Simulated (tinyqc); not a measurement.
Worked calculation: MP2 on RHF in the 3-21g basis, for H-, spin multiplicity 1. The basis has no diffuse functions, so it cannot describe the extra electron: this is an exercise in the method, not the real anion. One step of it, computed by the program tinyqc.

Question. Iteration 4 (converged): orbitals. Diagonalise F' = X^T F X, C = X C', fill 1 alpha and 1 beta electrons from the bottom; D = 2 C_occ C_occ^T. Each column has its largest component positive (the first on a tie).

converged F (hartree), order 1H 1s, 1H 2s:
```
[[0.754879, -0.113830],
 [-0.113830, 0.116972]]
```

X, order 1H 1s, 1H 2s:
```
[[1.188287, 0.551167],
 [-1.188287, 0.551167]]
```

Give: F' = X^T F X; orbital energies; coefficients C; D after iteration 4.

Answer.

F' = X^T F X (hartree):
```
[[1.553, 0.418],
 [0.418, 0.196]]
```

orbital energies (hartree): [0.077, 1.671]

coefficients C, order 1H 1s, 1H 2s:
```
[[0.207, 1.294],
 [0.854, -0.993]]
```

D after iteration 4, order 1H 1s, 1H 2s:
```
[[0.085, 0.353],
 [0.353, 1.459]]
```
